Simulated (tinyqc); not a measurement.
## Schottky barrier on an n-type semiconductor with a doping step, non-linear Poisson equation by Newton steps: Capacitance-voltage profiling

One dimension, metal at x = 0, donor density C(x) = N1 for x < x1 and Nd beyond. Energies are counted from the electron Fermi level of the semiconductor and the conduction-band edge is Ec = -psi, so n = Nc exp(psi/Vt); holes follow the Fermi level of the metal, at -V, so p = Nv exp((V - psi - Eg)/Vt). Ends: psi(0) = V - phiB and psi = Vt ln(Nd/Nc) deep inside. Boltzmann statistics, full ionisation, no current, no image force in the Poisson equation.

The Poisson equation d/dx(eps0 eps_r dpsi/dx) = -q (p - n + C) is solved on a mesh of about 1000 nodes or more that ends in neutral material. C_s = q d/dV of the integral of n over x, from the linearised equation. Probed depth w = eps0 eps_r/C_s; apparent doping N_app = C_s^3/(q eps0 eps_r dC_s/dV), the derivative by central differences over +/- 0.02 V.

Values chosen for this exercise; band and dielectric values those of a made-up semiconductor:
- T = 325 K (temperature)
- Eg = 2.74 eV (band gap)
- eps_r = 9.15 (relative permittivity)
- Nc = 1.98e18 cm^-3 (conduction-band density of states at T)
- Nv = 3.94e19 cm^-3 (valence-band density of states at T)
- Nd = 2.9e16 cm^-3 (donor density deep in the semiconductor)
- phiB = 1.45 eV (barrier height)
- x1 = 270 nm (depth of the doping step)
- N1 = 1.4e17 cm^-3 (donor density above the step)

Constants: q = 1.602176634e-19 C, kB = 1.380649e-23 J/K, Vt = kB T/q, eps0 = 8.8541878128e-14 F/cm where lengths are in cm. Results are converted to the units shown.

The same in every row: true C(w) (cm^-3) = 1.40e17.

Results:
```
V (V)  C_s (nF/cm^2)  w (nm)  N_app (cm^-3)  |E_0| (kV/cm)
0               82.1    98.7        1.40e17            273
-0.38           72.5     112        1.40e17            309
-0.75           65.8     123        1.40e17            341
-1.12           60.7     134        1.40e17            370
-1.5            56.5     143        1.40e17            397
-1.88           53.1     153        1.40e17            423
-2.25           50.3     161        1.40e17            446
-3              45.7     177        1.40e17            491
```

Estimate the missing row, V = -2.62 V.

Computed row:
```
V (V)  C_s (nF/cm^2)  w (nm)  N_app (cm^-3)  |E_0| (kV/cm)
-2.62           47.9     169        1.40e17            469
```

With this row back in the table: C_s falls from 82.1 to 45.7 nF/cm^2 while the probed depth goes from 98.7 to 177 nm. The apparent doping stays near 1.40e17 cm^-3. It departs most from the true doping at that depth for V = 0 V, where it is 0.014 % below it; so the doping is read well over the depths probed, the small gap being the error of the finite difference in V. The step lies deeper than the range probed.

Computed by the program tinyqc: `OMP_NUM_THREADS=1 python tinyqc.py 2020161 2020162 out.jsonl`, one thread of a shared Intel Xeon 2.30GHz, about 0.1 s for the whole run.
